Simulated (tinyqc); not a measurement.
# Floating body of a partially depleted SOI transistor: body voltage and kink, step by step

Computed by the program tinyqc: `OMP_NUM_THREADS=1 python tinyqc.py 2182253 2182254 out.jsonl`, one thread of a shared Intel Xeon 2.30GHz, about 0.2 s for the whole run. Printed values are rounded.

Source at 0 V. Channel current Ic = 2 nf K Vt^2 [F(0) - F(Vd)](1 + la Vd), F(V) = ln^2(1 + exp((Vg - VT - nf V)/(2 nf Vt))), VT = VT0 - gb Vb. Saturation voltage Vs = 2 Vt sqrt(F(0)) + 3 Vt, excess Ve = (Vd - Vs + sqrt((Vd - Vs)^2 + 0.0004 V^2))/2, multiplication M1 = Ai Ve exp(-Bl/Ve). Each junction passes D(v) = J1 (exp(v/Vt) - 1) + J2 (exp(v/(2 Vt)) - 1). Bipolar current Ib = bb J1 (exp(Vb/Vt) - 1). The body settles where M1 (Ic + Ib) = D(Vb) + D(Vb - Vd) + Vb/Rb; drain current Id = (1 + M1)(Ic + Ib) - D(Vb - Vd).

Values chosen for this exercise; values of the order met in partially depleted silicon-on-insulator transistors:
- T = 300 K (temperature)
- VT0 = 0.5 V (threshold at zero body voltage)
- gb = 0.22 (fall of the threshold per volt of body voltage)
- nf = 1.48 (slope factor)
- K = 210 uA/(V^2 um) (gain factor per width)
- la = 0.05 1/V (channel-length modulation factor)
- Ai = 3.17 1/V (impact-ionisation prefactor)
- Bl = 6.9 V (impact-ionisation voltage)
- J1 = 1.3e-12 uA/um (diffusion saturation current of each junction)
- J2 = 3.8e-8 uA/um (recombination saturation current of each junction)
- bb = 0.5 (gain of the lateral bipolar transistor on the diffusion current)
- Rb = 7e5 kohm um (resistance of a weak body tie to the source (1e9 stands for no tie, and the term is then dropped))
- Vg = 0.7 V (gate voltage)
- Vd = 1.7 V (drain voltage)

Constants: q = 1.602176634e-19 C, kB = 1.380649e-23 J/K, Vt = kB T/q. Results are converted to the units shown.

Range of the model: The multiplication law is an empirical form chosen for the exercise; self-heating and capacitive coupling to the body are left out, and the linear laws are rough once Vb passes about 0.7 V or M1 about 0.1.

## Starting value

Vb = 0.73 V.

Vb at the start = 0.73 V

## Iteration 1: new Vb

Current into the body I_in = M1 (Ic + Ib) - D(Vb - Vd), current out I_out = D(Vb) + Vb/Rb; f = ln(I_in/I_out), s = df/dVb by central differences over 1e-5 V, Vb(new) = Vb - f/s.

Ic = 10.0474 uA/um
Ve = 1.37841 V
M1 = 0.0292720
I_in = 0.329009 uA/um
I_out = 2.43704 uA/um
f = -2.00246
s = -33.7170 1/V
Vb after iteration 1 = 0.670610 V

## Iteration 2: new Vb

As before.

Ic = 9.34065 uA/um
Ve = 1.38715 V
M1 = 0.0304018
I_in = 0.287616 uA/um
I_out = 0.256989 uA/um
f = 0.112592
s = -36.2244 1/V
Vb after iteration 2 = 0.673718 V

## Course of the iteration

Stop when the step is below 1e-10 V, or after 40 iterations.

Course of the iteration:
```
iteration  Vb before the step (V)   step (V)
1                            0.73    -0.0594
2                        0.670610    3.11e-3
3                        0.673718   -1.22e-6
4                        0.673717  -1.36e-13
```

Converged in 4 iterations.

## Drain current with floating and with grounded body

converged Vb = 0.673717 V

Id and VT at the converged Vb, Id at Vb = 0, their ratio, and the bipolar share Ib/(Ic + Ib).

VT = 0.351782 V
Id, floating = 9.80074 uA/um
Id, grounded = 3.39390 uA/um
ratio = 2.88775
bipolar share = 1.42095 %

The body rises to 0.674 V and lowers the threshold by 148 mV.
